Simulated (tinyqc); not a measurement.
Comparisons within one model: finite square well with mass mismatch (envelope functions). A value that a table varies takes the place of the one given here.

A square well of width L and depth V0, mass mw inside and mb outside, energies from the bottom of the well, c = hbar^2/2m0. k = sqrt(mw E/c), kappa = sqrt(mb (V0 - E)/c). psi and psi'/m are continuous at the walls (BenDaniel-Duke), so level n solves k L + 2 atan[(k/mw)/(kappa/mb)] = n pi.

Non-parabolic bands: mw is replaced by mw (1 + alpha_w E) and mb by mb (1 - alpha_b (V0 - E)), in k, kappa and the matching condition alike.

Constants: hbar^2/2m0 = 3.80998211 eV angstrom^2.

Inputs chosen for the exercise (near those of a non-polar GaN well in AlN; not measured data): V0 = 1.885 eV (barrier height); mw = 0.197 m0 (mass in the well); mb = 0.327 m0 (mass in the barrier); Ls = (8, 10, 12, 16, 20, 24, 31) angstrom (widths); L = 54 angstrom (well width); alpha_w = 0.19 1/eV (non-parabolicity in the well); alpha_b = 0.27 1/eV (non-parabolicity in the barrier).

## Width of the well

Levels against L, beside the infinite well E1(hard) = c (pi/L)^2/mw; Pb is the probability of level 1 in the barriers; a dash marks an unbound level.

Levels:
```
L (angstrom)  bound levels  E1 (eV)  E2 (eV)  E1(hard) (eV)     Pb
8                        1   0.7266        -         2.9825  0.197
10                       1   0.5765        -         1.9088  0.138
12                       2   0.4681   1.7335         1.3255  0.101
16                       2   0.3259   1.2822         0.7456  0.058
20                       2   0.2398   0.9564         0.4772  0.037
24                       3   0.1839   0.7360         0.3314  0.025
31                       4   0.1240   0.4970         0.1986  0.014
```

What does this show, and why?

The infinite well overestimates E1 by a factor 4.10 at 8 angstrom and 1.60 at 31 angstrom. The local exponent d ln E1/d ln L goes from -1.04 (first two rows) to -1.54 (last two), towards the -2 of hard walls, as Pb falls from 0.197 to 0.014. E2 - E1 is largest at 12 angstrom of the widths listed. Non-parabolicity, which grows with the level, already counts at a few tenths of an eV, and levels above about 0.5 eV lie beyond a parabolic band.

## Levels of description

The same well five ways. mb = mw: the barrier takes the mass of the well. psi' continuous: kappa holds mb but the condition drops the masses, k L + 2 atan(k/kappa) = n pi. The last column is measured against BenDaniel-Duke.

Levels (eV):
```
model                E1      E2      E3  E1 - E1(BDD) (meV)
infinite walls   0.0655  0.2618  0.5891                16.2
mb = mw          0.0523  0.2084  0.4662                 3.0
BenDaniel-Duke   0.0493  0.1972  0.4441                 0.0
psi' continuous  0.0548  0.2182  0.4867                 5.5
non-parabolic    0.0528  0.2041  0.4371                 3.5
```

What does this show, and why?

Hard walls put E1 16.2 meV too high. Ignoring the mass step moves it by +3.0 meV and the wrong matching by +5.5 meV: with mb/mw = 1.66, continuity of psi'/m lets the slope outside be 1.66 times the slope inside, which acts like a softer wall. Non-parabolicity shifts E1 by +3.5 meV, the balance of a heavier mass in the well, which lowers it, and a lighter mass deep in the barrier, which hardens the wall. Among the finite wells the largest departure in E1 is that of the model 'psi' continuous'.

## What each parameter does

Parabolic bands. Pb is the probability of level 1 in the barriers, (A^2/kappa)/(A^2/kappa + L/2 + sin(kL)/(2k)) with A = cos(kL/2). Each row changes one parameter from the base and keeps the others.

Results:
```
case             E1 (eV)  bound levels      Pb  V0 - E1 (eV)
base              0.0493             6  0.0035        1.8357
L = 49 angstrom   0.0583             5  0.0044        1.8267
V0 = 1.602 eV     0.0482             5  0.0043        1.5538
mw = 0.1773 m0    0.0532             6  0.0041        1.8318
mb = 0.2616 m0    0.0506             6  0.0032        1.8344
```

How do the results move?

The largest shifts from the base row, up to three for each result and ties (the steps differ in size, so this ranks the rows, not the parameters). E1 (eV): L +0.0090, mw +0.0039, mb +0.0014. bound levels: L -1, V0 -1; unchanged at the printed digits by mw and mb. Pb: L +0.0010, V0 +0.0008, mw +0.0006. V0 - E1 (eV): V0 -0.2819, L -0.0090, mw -0.0039.

Program tinyqc; command `OMP_NUM_THREADS=1 python tinyqc.py 1281761 1281762 out.jsonl`; about 0.01 s on one thread of a shared Intel(R) Xeon(R) Processor @ 2.30GHz.
